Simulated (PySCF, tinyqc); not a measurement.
Inside a calculation. Method: G0W0 on RHF in the sto-6g basis, for H3+, spin multiplicity 1. The lowest restricted solution is unstable here: a spin-polarised one lies 0.0070 hartree lower (PySCF). One step of it, computed by the program tinyqc.

Problem. Screening: direct RPA. With D = e_a - e_i and K = (ia|jb): diagonalise D^(1/2) (D + 4K) D^(1/2) = Z w^2 Z^T; X + Y = D^(1/2) Z w^(-1/2), each column of Z with its largest component positive (the first on a tie); E_c = (sum w - tr (D + 2K)) / 2.

orbital energies (hartree): MO1 -0.865975, MO2 -0.339380, MO3 0.111389

Two-electron integrals over orbitals (pq|rs), unique and non-zero (hartree):
```
(11|11) 0.531583    (21|21) 0.147674    (22|11) 0.448338    (22|22) 0.510345
(31|11) 0.091479    (31|22) -0.050787   (31|31) 0.142840    (32|21) -0.145595
(32|32) 0.161595    (33|11) 0.537731    (33|22) 0.475878    (33|31) 0.079477
(33|33) 0.570470
```

Give: D^(1/2) (D + 4K) D^(1/2); excitation energies w; X + Y; RPA correlation energy.

Solution.

D^(1/2) (D + 4K) D^(1/2) (hartree^2):
```
        1>2     1>3
1>2  0.5884  0.0000
1>3  0.0000  1.5137
```

excitation energies w (hartree): 0.7670  1.2303

X + Y:
```
          1       2
1>2  0.8286  0.0000
1>3  0.0000  0.8913
```

RPA correlation energy = -0.043815 hartree
